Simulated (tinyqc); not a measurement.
# Pinning factor and decay constant from two barriers

Problem. phiB = S (phiM - chi) + (1 - S)(Eg - E0) with S = 1/(1 + (1/S0 - 1) exp(-be ti)). Find S0, S at the given thickness and be.

Parameters, values chosen for the exercise; semiconductor values close to those of gallium arsenide; interlayer mass of the order of that in aluminium oxide, offset chosen freely: band gap Eg = 1.46 eV; electron affinity chi = 4.08 eV; charge-neutrality level above the valence band E0 = 0.48 eV; metal work function phiM = 4.5 eV.

phiB at ti = 0, 0.4 nm (eV): 0.924  0.70521084

Solution. Each barrier gives its S by linear interpolation between the pinned and the unpinned value; the ratio of the two values of 1/S - 1 is exp(be ti).

S0 = 0.100
S = 0.491
be = 5.40 1/nm

Program tinyqc, `OMP_NUM_THREADS=1 python tinyqc.py 2270052 2270053 out.jsonl`; Intel Xeon 2.30GHz, shared host, one thread, about 0.03 s.
